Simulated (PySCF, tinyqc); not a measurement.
Worked calculation: FCI on RHF in the sto-3g basis, for H4, spin multiplicity 1. The lowest restricted solution is unstable here: a spin-polarised one lies 0.0083 hartree lower (PySCF). One step of it, computed by the program tinyqc.

Task: FCI: determinants and Hamiltonian. Slater-Condon rules over spin orbitals, with the nuclear repulsion added and E(HF) subtracted on the diagonal. Only determinants linked to the reference directly or through others are kept (one block of an abelian symmetry group), so some states are absent.

one-electron integrals over orbitals h = C^T H C (hartree), lower triangle:
```
           1          2          3          4
1  -1.704235
2   0.000000  -1.450242
3   0.148785   0.000000  -1.208012
4   0.000000  -0.118111   0.000000  -0.964099
```

Two-electron integrals over orbitals (pq|rs), unique and non-zero (hartree):
```
(11|11) 0.472423    (21|21) 0.154545    (22|11) 0.410606    (22|22) 0.429370
(31|11) -0.079493   (31|22) 0.013227    (31|31) 0.108551    (32|21) 0.095745
(32|32) 0.140772    (33|11) 0.419088    (33|22) 0.425391    (33|31) 0.000602
(33|33) 0.442160    (41|21) 0.042367    (41|32) -0.058238   (41|41) 0.100841
(42|11) 0.081376    (42|22) -0.002274   (42|31) -0.101319   (42|33) -0.004275
(42|42) 0.106804    (43|21) -0.150305   (43|32) -0.098221   (43|41) -0.040772
(43|43) 0.161574    (44|11) 0.494747    (44|22) 0.435137    (44|31) -0.082898
(44|33) 0.448541    (44|42) 0.089129    (44|44) 0.543936
```

nuclear repulsion = 2.03770005 hartree

Hartree-Fock energy = -2.03612699 hartree

Give: determinants; H - E(HF) between determinants.

Result:

Occupation strings over the orbitals (2 doubly, a alpha, b beta, 0 empty; spin orbitals ordered 1a 1b 2a 2b ...): 2200 2a0b a2b0 2b0a b2a0 aabb 2020 abab 2002 abba baab 0220 baba 0202 bbaa a0b2 0a2b b0a2 0b2a 0022

H - E(HF) between determinants (hartree), lower triangle:
```
        2200    2a0b    a2b0    2b0a    b2a0    aabb    2020    abab
2200   0.000
2a0b   0.000   0.714
a2b0   0.000   0.049   0.486
2b0a   0.000  -0.107   0.101   0.714
b2a0   0.000   0.101  -0.109   0.049   0.486
aabb   0.043  -0.040  -0.055   0.000   0.000   1.065
2020   0.141  -0.098  -0.096   0.098   0.096  -0.058   0.623
abab   0.058   0.096   0.098  -0.041  -0.042  -0.141  -0.092   1.165
2002   0.107   0.091   0.000  -0.091   0.000   0.101   0.162  -0.150
abba  -0.101   0.000  -0.086   0.096   0.000  -0.107   0.150  -0.162
baab  -0.101  -0.096   0.000   0.000   0.086  -0.109   0.150  -0.155
0220   0.109   0.000   0.080   0.000  -0.080   0.101   0.155  -0.150
baba   0.058   0.041   0.042  -0.096  -0.098  -0.101  -0.092   0.000
0202   0.101  -0.042  -0.041   0.042   0.041  -0.058   0.000  -0.092
bbaa   0.043   0.000   0.000   0.040   0.055   0.000  -0.058  -0.101
a0b2   0.000  -0.101   0.107   0.043   0.000  -0.006   0.041  -0.098
0a2b   0.000   0.109  -0.101   0.000   0.043   0.016   0.042  -0.096
b0a2   0.000   0.043   0.000  -0.101   0.107   0.000  -0.041   0.042
0b2a   0.000   0.000   0.043   0.109  -0.101   0.000  -0.042   0.041
0022   0.000   0.000   0.000   0.000   0.000   0.043   0.101   0.058

        2002    abba    baab    0220    baba    0202    bbaa    a0b2
2002   1.531
abba   0.049   1.139
baab   0.049   0.000   1.139
0220   0.000   0.049   0.049   1.049
baba  -0.150  -0.155  -0.162  -0.150   1.165
0202   0.155   0.150   0.150   0.162  -0.092   1.745
bbaa   0.101  -0.109  -0.107   0.101  -0.141  -0.058   1.065
a0b2  -0.056   0.146   0.000   0.000  -0.042   0.096   0.000   1.821
0a2b   0.000   0.000   0.120  -0.031  -0.041   0.098   0.000   0.049
b0a2   0.056   0.000  -0.146   0.000   0.098  -0.096   0.006  -0.109
0b2a   0.000  -0.120   0.000   0.031   0.096  -0.098  -0.016   0.101
0022   0.109  -0.101  -0.101   0.107   0.058   0.141   0.043   0.024

        0a2b    b0a2    0b2a   0022
0a2b   1.566
b0a2   0.101   1.821
0b2a  -0.107   0.049   1.566
0022   0.061  -0.024  -0.061  2.187
```
